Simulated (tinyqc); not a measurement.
Dopants and charged point defects at anneal temperature: Fermi-level effect, clustering and pairing: one step, computed by the program tinyqc. Command: `OMP_NUM_THREADS=1 python tinyqc.py 3000416 3000417 out.jsonl pairing walk`. One thread of a shared host (Intel(R) Xeon(R) Processor @ 2.30GHz), about 0.01 s of CPU time with the checks.

Boltzmann statistics and full ionisation of active dopants. Energies are counted from the valence band; the defect (a vacancy or self-interstitial) has five charge states, with all degeneracy factors one.

Problem. The host at the anneal temperature. E_g = E_g0 - alpha T^2/(T + beta). N_c = 2 M_c (2 pi m_e k_B T/h^2)^(3/2) and N_v = 2 (2 pi m_h k_B T/h^2)^(3/2), masses in units of m_0. n_i = sqrt(N_c N_v) exp(-E_g/2 k_B T); E_i = E_g/2 + (k_B T/2) ln(N_v/N_c).

Inputs (values chosen for the exercise, with bands modelled on germanium):
```
quantity,value,unit
gap at 0 K E_g0,0.734,eV
Varshni alpha,0.000468,eV/K
Varshni beta,236,K
electron mass m_e,0.214,m_0
valleys M_c,4,-
hole mass m_h,0.33,m_0
anneal temperature T,750,K
```

Dopant: acceptor. Second part: pairing with a mobile impurity.

Constants: m_0 = 9.1093837015e-31 kg; k_B = 1.380649e-23 J/K; h = 6.62607015e-34 J s; k_B = 8.617333262e-05 eV/K.

Give: E_g; k_B T; n_i; E_i; effective density of states N_b of the majority band.

Solution.

E_g = 0.4670 eV

k_B T = 0.06463 eV

n_i = 7.330e+17 cm^-3

E_i = 0.2097 eV

effective density of states N_b of the majority band = 1.880e+19 cm^-3
